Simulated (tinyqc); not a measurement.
One-dimensional ballistic tunnel FET, two-band WKB: one step of the calculation.

A p-type source for x < 0 with its Fermi level at 0 and its valence edge at ds; in the channel the bands fall as D exp(-x/lam) towards their flat values, with the conduction edge at Ec = ds - dP and D = dP + Eg. The gate moves dP one to one. The drain Fermi level lies at -Vd and the drain side reflects nothing. For w = E - Ec between 0 and dP an electron crosses the gap. Two-band dispersion with equal masses m: inside the gap kappa = sqrt(m u (1 - u/Eg)/C), u the distance from a band edge, C = hbar^2/(2 m0).

Problem. The exponent in closed form. S(w) = 2 lam int_0^Eg kappa(u) du/(w + Eg - u) = 2 pi lam sqrt(m/(C Eg)) [w + Eg/2 - sqrt(w (w + Eg))], T(w) = exp(-S). The common triangular estimate is S = (4/3) lam sqrt(m/C) Eg^1.5/(dP + Eg) for all w.

Inputs (values chosen for the exercise); band and dielectric values close to those of indium arsenide:
```
symbol  value  unit                                     meaning
Eg      0.353    eV                                    band gap
m       0.025    m0        band-edge mass of the two-band model
lam       3.2    nm     screening length of the source junction
dP       0.27    eV  tunnelling window Ev(source) - Ec(channel)
w0       0.13    eV    energy above the channel conduction edge
```

Constants: q = 1.602176634e-19 C, hbar = 1.054571817e-34 J s, m0 = 9.1093837015e-31 kg, hbar^2/(2 m0) = 0.0380998212 eV nm^2. Results are converted to the units shown.

Find: S(w0); T(w0); triangular S.

Solution.

S(w0) = 1.533
T(w0) = 0.2159
triangular S = 1.164

Program tinyqc, `OMP_NUM_THREADS=1 python tinyqc.py 2620083 2620084 out.jsonl`; Intel Xeon 2.30GHz, shared host, one thread, about 0.01 s.
